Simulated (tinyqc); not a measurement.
Mobility and doping from two currents.

Question. A trap-free film with injecting contacts is fitted, with diffusion neglected, by J = q mu N V/Lf + (9/8) eps0 eps_r mu V^2/Lf^3. Find mu, N and the voltage at which both terms are equal.

Values chosen for this exercise:
```
symbol,value,unit,meaning
eps_r,9.69,,relative permittivity
Lf,280,nm,film thickness
```

Constants: q = 1.602176634e-19 C, eps0 = 8.8541878128e-14 F/cm where lengths are in cm. Results are converted to the units shown.

J at 2.7 and 18 V (A/cm^2): [398.34469, 9194.5905]

Solution. J/V is a straight line in V: the slope gives mu and the intercept mu N.

mu = 0.5400 cm^2/(V s)
N = 2.700e16 cm^-3
crossover voltage = 3.514 V

Computed by the program tinyqc: `OMP_NUM_THREADS=1 python tinyqc.py 2730048 2730049 out.jsonl`, one thread of a shared Intel Xeon 2.30GHz, about 0.07 s for the whole run.
